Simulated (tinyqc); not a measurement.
Inside a calculation. Model: shallow acceptor in the spherical model (Baldereschi-Lipari), strong spin-orbit limit. Computed by tinyqc, a small Python program that keeps every step. Command: `OMP_NUM_THREADS=1 python tinyqc.py 3013991 3013992 out.jsonl acceptor walk`. One thread of a shared host (Intel(R) Xeon(R) Processor @ 2.30GHz), about 0.01 s of CPU time with the checks. Intermediate numbers are printed to about 6 digits and carried at full precision; extremes and crossings named in words are read from the listed rows.

The 1S(3/2) state has an s envelope f(r) and a d envelope g(r). In effective units they obey -(f'' + 2f'/r + 2f/r) + mu (g'' + 5g'/r + 3g/r^2) = E f and -(g'' + 2g'/r - 6g/r^2 + 2g/r) + mu (f'' - f'/r) = E g. The cubic term, the split-off band and the central cell are left out.

Inputs (values chosen for the exercise, for a model semiconductor):
```
quantity                  value  unit
Luttinger gamma_1          8.65     -
Luttinger gamma_2          2.58     -
Luttinger gamma_3          2.72     -
dielectric constant eps    7.56     -
functions per channel n       3     -
smallest exponent zeta_1      1  1/a*
ratio beta of exponents     2.3     -
```

Constants: Ry = 13.605693123 eV; a_0 = 0.529177210903 angstrom.

## Effective units and couplings

Ry* = Ry/(gamma_1 eps^2), a* = a_0 eps gamma_1, mu = (6 gamma_3 + 4 gamma_2)/(5 gamma_1), delta = (gamma_3 - gamma_2)/gamma_1; spherical masses 1/(gamma_1 (1 - mu)) (heavy) and 1/(gamma_1 (1 + mu)) (light).

Ry* = 27.5208 meV

a* = 34.6050 angstrom

mu = 0.615954

delta = 0.0161850

heavy-hole mass = 0.301023 m_0

light-hole mass = 0.0715410 m_0

## Matrices in a small basis

zeta_i = zeta_1 beta^(i-1), i = 1..n, in both channels. Basis: f_i = exp(-zeta_i r), g_i = r exp(-zeta_i r), weight r^2 dr, s = zeta_i + zeta_j. S_ff = 2/s^3, H_ff = zeta_i zeta_j S_ff - 2/s^2; S_gg = 24/s^5, H_gg = 8/s^3 + 24 zeta_i zeta_j/s^5 - 12/s^4; H(f_i, g_j) = mu (6 zeta_i^2/s^4 + 2 zeta_i/s^3); S_fg = 0. Each function is normalised by sqrt(S_ii).

H (Ry*), lower triangle (symmetric):
```
           f1       f2       f3       g1       g2       g3
f1         -1
f2  -0.776497     0.69
f3  -0.391130  3.55403  17.4041
g1   0.889053  1.96310  2.59229  1.33333
g2    1.21250  4.70309  10.3848  2.80765  10.0433
g3    1.08675  6.41413  24.8793  3.20748  18.0888  60.0062
```

S, lower triangle (symmetric):
```
         f1       f2       f3       g1       g2       g3
f1  1.00000
f2  0.77650  1.00000
f3  0.39113  0.77650  1.00000
g1  0.00000  0.00000  0.00000  1.00000
g2  0.00000  0.00000  0.00000  0.65599  1.00000
g3  0.00000  0.00000  0.00000  0.20919  0.65599  1.00000
```

## Lowest level in the small basis

H c = E S c with c^T S c = 1 and the largest component positive; the d weight is the part of the norm in g.

E = -1.53400 Ry*

coefficients: f1 0.387266, f2 0.606196, f3 -0.040539, g1 -0.248927, g2 -0.212052, g3 0.026438

d weight = 0.166775

## Converged levels

Large basis: zeta_i = 0.08 x 1.55^(i-1), i = 1..20 in each channel; overlap eigenvalues below 1e-11 are dropped. Binding energies are -E Ry*; the mass that fits is E(1S) eps^2/Ry.

1S(3/2) binding in Ry* = 1.54640

1S(3/2) binding energy = 42.5583 meV

2S(3/2) binding energy = 12.1310 meV

d weight of 1S(3/2) = 0.169894

Hydrogenic mass that fits = 0.178775 m_0

The small basis recovers 99.2 % of the binding. The ratio 2S/1S is 0.285 against the hydrogenic 0.25. The fitted mass is 59 % of the heavy-hole mass.

## One mass for the acceptor?

Hydrogenic binding Ry m/eps^2; the density-of-states mass is (m_H^(3/2) + m_L^(3/2))^(2/3); errors are against the large basis.

1S binding energy:
```
mass                     value (m_0)  binding (meV)  error (%)
light hole                  0.071541        17.0307   -59.9827
1/gamma_1                   0.115607        27.5208   -35.3338
mean of heavy and light     0.186282        44.3454     4.1993
heavy hole                  0.301023        71.6601    68.3812
density of states           0.323847        77.0934    81.1479
```

The coupled result, 42.56 meV, lies between the 1/gamma_1 value (no coupling) and the heavy-hole value; the closest single rule here is "mean of heavy and light", off by +4.2 %.

## Binding against mu

The formulas are those given above.

1S(3/2):
```
mu    binding (Ry*)  d weight  binding x (1 - mu)
0.10        1.00907  0.004236            0.908167
0.18        1.03008  0.013772            0.844662
0.37        1.14228  0.059109            0.719637
0.50        1.29854  0.109789            0.649270
0.62        1.55806  0.172264            0.592061
0.80        2.58020  0.298280            0.516040
0.90        4.76833  0.388180            0.476833
0.95        9.14465  0.440016            0.457233
```

The binding grows from 1.009 to 9.14 Ry*, slowly at first (second order in mu), while the d weight rises to 0.44. The last column, the binding in units of the heavy-hole Rydberg, falls to 0.457, towards about 0.44 as mu tends to 1.

Checks made by the program: mu = 0 against hydrogen, 1 and 1/4 (relative difference 4e-06); the coupling element from the adjoint operator (relative difference below 1e-10).
